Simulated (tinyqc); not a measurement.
# Resonant-tunnelling diode, transfer matrices and Tsu-Esaki current, step by step

Program tinyqc, `OMP_NUM_THREADS=1 python tinyqc.py 2600143 2600144 out.jsonl`; Intel Xeon 2.30GHz, shared host, one thread, about 0.2 s. Printed values are rounded.

Emitter (band edge 0), barrier d1, well Lw, barrier d2, spacer ds, collector (edge -V). The bias drops linearly over these layers and none in the contacts; each layer is cut into ns equal slices, flat at the value of their centres. E is the energy of motion across the layers, C = hbar^2/(2 m0), psi and psi'/m are continuous. Transport is coherent, T(E) is taken as independent of the transverse momentum, and charge in the well is ignored.

Values chosen for this exercise; masses and offsets of a made-up heterostructure: temperature T = 300 K; mass in the well, spacer and contacts mw = 0.031 m0; barrier height U1 = 0.52 eV; barrier mass m1 = 0.071 m0; emitter barrier d1 = 1.7 nm; well width Lw = 7.5 nm; collector barrier d2 = 1.7 nm; slices in each layer ns = 1; undoped spacer after the collector barrier ds = 1.8 nm; Fermi energy of both contacts above their band edges Ef = 0.031 eV; bias of the collector V = 0.12 V; trial energy E = 0.03822 eV.

Constants: q = 1.602176634e-19 C, kB = 1.380649e-23 J/K, hbar = 1.054571817e-34 J s, m0 = 9.1093837015e-31 kg, Vt = kB T/q, hbar^2/(2 m0) = 0.0380998212 eV nm^2. Results are converted to the units shown.

## Slices under bias

U = edge of the layer - V x/Lt at the centre x of each slice, Lt the summed thickness.

```
slice      U (eV)  m (m0)  width (nm)
0       0.5119685   0.071         1.7
1      -0.0514961   0.031         7.5
2       0.4250394   0.071         1.7
3      -0.1114961   0.031         1.8
```

## Running product of the slice matrices at the trial energy

For the pair (psi, psi'/m) a flat layer has M = [[cos kd, (m/k) sin kd], [-(k/m) sin kd, cos kd]] with k = sqrt(m (E - U)/C) above its edge U, and M = [[cosh Kd, (m/K) sinh Kd], [(K/m) sinh Kd, cosh Kd]] with K = sqrt(m (U - E)/C) below it. Later slices stand to the left. With M acting on (psi, psi'/m) and v = k/m in each lead, T(E) = 4 vL vR/[(vL vR M12 - M21)^2 + (vR M11 + vL M22)^2]. vL = sqrt(mw E/C)/mw, vR = sqrt(mw (E + V)/C)/mw.

Product after each layer:
```
                   M11      M12 (nm)  M21 (1/nm)         M22
barrier d1    2.571095     0.1789858    31.34623    2.571095
well          2.098611     0.1861689   -33.91432   -2.532053
barrier d2  -0.9789202  -0.007170616   -25.64040   -1.209350
spacer       -2.130467   -0.06893099   -14.26714  -0.9309920
```

T(E) = 0.2655093

## Transmission at three energies near the peak

three energies (eV): [0.028992, 0.032492, 0.035992]

The same product at each energy.

T(E) at these energies: [0.6806307, 0.8122084, 0.4098430]

## Breit-Wigner parameters from a parabola through 1/T(E)

Near a resonance 1/T(E) = (1/Tp) [1 + (2 (E - Er)/G)^2]. With y = 1/T(E) at E0 - h, E0, E0 + h: a = (y1 + y3 - 2 y2)/(2 h^2), b = (y3 - y1)/(2 h), Er = E0 - b/(2 a), 1/Tp = y2 - b^2/(4 a), G = 2 sqrt(1/(Tp a)), tau = hbar/G.

Er = 0.03131780 eV
Tp = 0.8697205
G = 8.825202 meV
tau = 74.58321 fs

The true maximum of T(E) lies at 0.031194 eV with height 0.8897 and full width 8.272 meV; the fitted G is 6.7 % above that width.

## Current from the resonance alone

J = J0 times the integral over E > 0 of T(E) N(E), N = ln[(1 + exp((Ef - E)/Vt))/(1 + exp((Ef - V - E)/Vt))], J0 = q^2 mw m0 kB T/(2 pi^2 hbar^3) (times 1e-4 for A/cm^2 per eV). For a sharp resonance J = J0 (pi G/2) Tp N(Er), with Er the peak energy, Tp the peak transmission and G the full width at half maximum (in eV). The three values given are estimates from a parabola through three points of 1/T(E).

J0 = 1.296934e7 A/(cm^2 eV)
N(Er) = 0.6775421
J = 105.9445 kA/cm^2

The full integral over T(E) gives 92.46 kA/cm^2; the value above is 15 % above it. With the exact position, height and width of the peak (Er = 0.031194 eV, Tp = 0.8897, G = 8.272 meV) the formula is 10 % above it.
